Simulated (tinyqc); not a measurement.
Worked calculation: plane-wave Kohn-Sham cycle with exchange-only LDA in a layered model solid. One step of it, computed by the program tinyqc.

Task: Iteration 1: Hamiltonian at one k. H(m,m') = (k + G_m)^2/2 delta + V(G_m - G_m'), with V(-G) = V(G).

A solid whose potential varies along x alone (atomic units):

| parameter | value |
|---|---|
| period a | 12.600000 |
| cross-section of the cell | 16.000000 |
| electrons per cell | 4 |
| grid points | 16 |
| plane waves -n..n, n | 2 |
| k points | 4 |
| V1 in V1 cos(2 pi x/a) | -0.260000 |
| V2 in V2 cos(4 pi x/a) | 0.140000 |

V(G_m), m = 0, 1, 2, ... (hartree): -0.266592  -0.130000  0.070000  0.000000  0.000000

k = 0.125000 2 pi / a

Give: H.

Result:

H (hartree), lower triangle:
```
         -2       -1       +0       +1      +2
-2   0.1705
-1  -0.1300  -0.1714
+0   0.0700  -0.1300  -0.2646
+1   0.0000   0.0700  -0.1300  -0.1092
+2   0.0000   0.0000   0.0700  -0.1300  0.2949
```
